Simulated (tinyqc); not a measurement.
# Capacitances against the relative permittivity between the lines

Endless row of lines of width wl, height tl and space sl between grounded planes at distance hd; e2 fills the gaps beside the lines, e1 the rest. Laplace's equation is solved on meshes of 3, 6 and 12 steps per unit u and extrapolated (Aitken), which is good to about 0.2 %. C_even (all lines at 1 V) is the capacitance Cg to the planes; C_odd (neighbours in antiphase) = Cg + 4 Cc if only nearest neighbours couple, which defines Cc; total with quiet neighbours Cg + 2 Cc. Plate values 2 eps0 e1 wl/hd and eps0 e2 tl/sl.

Parameters, values chosen for the exercise: relative permittivity above and below the lines e1 = 3; line width, in units u wl = 4 u; line height tl = 6 u; space between lines sl = 6 u; distance to each plane hd = 6 u.

Constants: eps0 = 8.8541878128e-12 F/m. Results are converted to the units shown.

The same in every row: plate Cg (aF/um) = 35.4.

Results:
```
e2   Cg (aF/um)  Cc (aF/um)  Cg + 2 Cc (aF/um)  C_odd (aF/um)  plate Cc (aF/um)  share of coupling, 2 Cc/(Cg + 2 Cc) (%)
1          74.9        14.9                105            135              8.85                                     28.5
1.5        76.7        19.1                115            153              13.3                                     33.3
2          78.0        23.4                125            172              17.7                                     37.5
3          80.0        32.1                144            208              26.6                                     44.5
3.9        81.2        39.9                161            241              34.5                                     49.6
5          82.3        49.5                181            280              44.3                                     54.6
7          83.6        67.1                218            352              62.0                                     61.6
```

Estimate the missing row, e2 = 2.5.

Computed row:
```
e2   Cg (aF/um)  Cc (aF/um)  Cg + 2 Cc (aF/um)  C_odd (aF/um)  plate Cc (aF/um)  share of coupling, 2 Cc/(Cg + 2 Cc) (%)
2.5        79.1        27.7                135            190              22.1                                     41.2
```

With this row back in the table: As e2 goes from 1 to 7, Cg rises from 74.9 to 83.6 aF/um, Cc rises from 14.9 to 67.1 aF/um and the share of coupling rises from 28.5 to 61.6 %. Cg is 2.11 times its plate value in the first row and 2.36 times in the last; for Cc the ratios are 1.68 and 1.08. Neighbours in antiphase raise the load by a factor of 1.28 and 1.62 over quiet ones.

tinyqc, about 0.7 s, one thread, Intel Xeon 2.30GHz (shared host): `OMP_NUM_THREADS=1 python tinyqc.py 2790208 2790209 out.jsonl`
